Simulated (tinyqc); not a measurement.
Inside a calculation. Method: plane-wave Kohn-Sham cycle with exchange-only LDA in a layered model solid. One step of it, computed by the program tinyqc.

Question. Iteration 1: Hamiltonian at one k. H(m,m') = (k + G_m)^2/2 delta + V(G_m - G_m'), with V(-G) = V(G).

A solid whose potential varies along x alone (atomic units):
```
parameter                      value
period a                   12.600000
cross-section of the cell  27.000000
electrons per cell                 2
grid points                       16
plane waves -n..n, n               3
k points                           4
V1 in V1 cos(2 pi x/a)     -0.640000
V2 in V2 cos(4 pi x/a)     -0.180000
```

V(G_m), m = 0, 1, 2, ... (hartree): -0.177728  -0.320000  -0.090000  0.000000  0.000000  0.000000  0.000000

k = 0.125000 2 pi / a

Give: H.

Answer.

H (hartree):
```
        -3      -2      -1      +0      +1      +2      +3
-3   0.850  -0.320  -0.090   0.000   0.000   0.000   0.000
-2  -0.320   0.259  -0.320  -0.090   0.000   0.000   0.000
-1  -0.090  -0.320  -0.083  -0.320  -0.090   0.000   0.000
+0   0.000  -0.090  -0.320  -0.176  -0.320  -0.090   0.000
+1   0.000   0.000  -0.090  -0.320  -0.020  -0.320  -0.090
+2   0.000   0.000   0.000  -0.090  -0.320   0.384  -0.320
+3   0.000   0.000   0.000   0.000  -0.090  -0.320   1.036
```
